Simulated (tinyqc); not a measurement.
Worked calculation: correction of a charged-defect supercell by a model charge and potential alignment (plane-averaged potentials). Computed by tinyqc, a small Python program that keeps every step. Command: `OMP_NUM_THREADS=1 python tinyqc.py 3111575 3111576 out.jsonl align walk`. One thread of a shared host (Intel(R) Xeon(R) Processor @ 2.30GHz), about 0.01 s of CPU time with the checks. Intermediate numbers are printed to about 5 digits and carried at full precision; extremes and crossings named in words are read from the listed rows.

The "true" defect charge is (1 - x) q in a Gaussian of width sigma plus x q in one of width sigma_t, so the exact answer is known; the correction sees only a single model Gaussian of width sigma_m. A Gaussian of width s has the transform rho(G) = exp(-G^2 s^2/2), normalised to 1. A uniform background cancels q, so G = 0 is left out. Potentials are those felt by a unit positive charge. E_0 is the formation energy of the isolated defect, E_cell its value in the supercell, E_lat = E_iso - E_per of the model charge, C the true less the model potential far from the defect; the exact correction is E_0 - E_cell, and the error of a scheme is E_cell plus its correction less E_0.

Inputs (values chosen for the exercise, with screening close to that of diamond):

| quantity | value | unit |
|---|---|---|
| defect charge q | -3 | e |
| dielectric constant eps | 5.73 | - |
| edge of the cubic cell L | 13 | angstrom |
| width sigma of the true defect charge | 1.1 | angstrom |
| width sigma_m of the model charge | 0.81 | angstrom |
| share x of the charge in a wide tail | 0 | - |
| width sigma_t of the tail | 2.2 | angstrom |
| formation energy of the isolated defect E_0 | 4.81 | eV |

Constants: e^2/(4 pi eps_0) = 14.39964548 eV angstrom.

## The supercell energy and its true error

Periodic energy E_per = (2 pi q^2/(eps L^3)) (e^2/(4 pi eps_0)) sum_(G != 0) rho(G)^2/G^2, G = (2 pi/L)(n1, n2, n3), |n_i| <= 16. Isolated energy: two Gaussians of charges q_a, q_b and widths a, b interact by q_a q_b (e^2/(4 pi eps_0 eps)) sqrt(2/pi)/sqrt(a^2 + b^2), and the self-energy is half the sum over pairs. Supercell value E_cell = E_0 + E_per - E_iso for the true charge.

E_iso, true charge = 5.8002 eV

E_per, true charge = 3.4103 eV

E_cell = 2.4201 eV

exact correction = 2.3899 eV

## Lattice energy of the model charge

E_lat = E_iso - E_per for the model charge; point-charge value alpha q^2 e^2/(4 pi eps_0 eps 2 L) with alpha = 2.837297.

E_iso, model = 7.8768 eV

E_per, model = 5.4511 eV

E_lat = 2.4257 eV

point-charge value = 2.4681 eV

## Plane-averaged potentials

Plane-averaged potential at distance z from the defect: V(z) = (4 pi q/(eps L^3)) (e^2/(4 pi eps_0 e)) sum_(m != 0) rho(G_m) cos(G_m z)/G_m^2, G_m = 2 pi m/L, |m| <= 40.

Potentials (V):

| z/L | z (angstrom) | true | model | difference |
|---|---|---|---|---|
| 0.00 | 0.00 | -0.38738 | -0.44030 | 0.052913 |
| 0.05 | 0.65 | -0.35475 | -0.39402 | 0.039268 |
| 0.10 | 1.30 | -0.26954 | -0.28307 | 0.013531 |
| 0.15 | 1.95 | -0.15938 | -0.15565 | -0.003725 |
| 0.20 | 2.60 | -0.04851 | -0.03836 | -0.010153 |
| 0.25 | 3.25 | 0.05010 | 0.06177 | -0.011669 |
| 0.30 | 3.90 | 0.13184 | 0.14375 | -0.011913 |
| 0.35 | 4.55 | 0.19558 | 0.20752 | -0.011940 |
| 0.40 | 5.20 | 0.24112 | 0.25307 | -0.011942 |
| 0.45 | 5.85 | 0.26845 | 0.28039 | -0.011943 |
| 0.50 | 6.50 | 0.27756 | 0.28950 | -0.011943 |

The difference moves by 0.00 mV between z/L = 0.4 and 0.5: a plateau.

## Alignment and corrected energy

C = difference at z = L/2; E_corr = E_cell + E_lat - q C. For charges that have died out at L/2, C = (2 pi q/(eps L^3)) (e^2/(4 pi eps_0 e)) (<s^2> - sigma_m^2), <s^2> = (1 - x) sigma^2 + x sigma_t^2.

alignment C = -0.011943 V

C, closed form = -0.011943 V

E_corr = 4.8100 eV

error with alignment (rounded to 1e-4 meV) = 0 meV

error without alignment = 35.828 meV

error with the point-charge term alone = 78.266 meV

error without correction = -2389.9 meV

Errors are measured against E_0. Alignment cuts the error of the model charge from 36 to below 0.001 meV.

## Errors against cell size

Schemes: none; point-charge term alpha q^2 e^2/(4 pi eps_0 eps 2 L), alpha = 2.837297; E_lat of the model; E_lat - q C with C at z = L/2.

Error against E_0 (meV):

| L (angstrom) | none | point charge | model charge | model and alignment |
|---|---|---|---|---|
| 9.1 | -3297.7 | 228.18 | 104.45 | 0.029182 |
| 11.0 | -2787.7 | 129.19 | 59.14 | 0.000276 |
| 13.0 | -2389.9 | 78.27 | 35.83 | 0.000001 |
| 15.6 | -2011.5 | 45.29 | 20.73 | 0.000000 |

Between the last two rows the uncorrected error scales as L^-0.95 and the point-charge remainder as L^-3.00. With alignment the error is 0.0 meV in the smallest cell and 0.00 meV in the largest.

Checks made by the program: E_lat against the point-charge value less 2 pi q^2 sigma_m^2 e^2/(4 pi eps_0 eps L^3) (relative difference 2e-07).
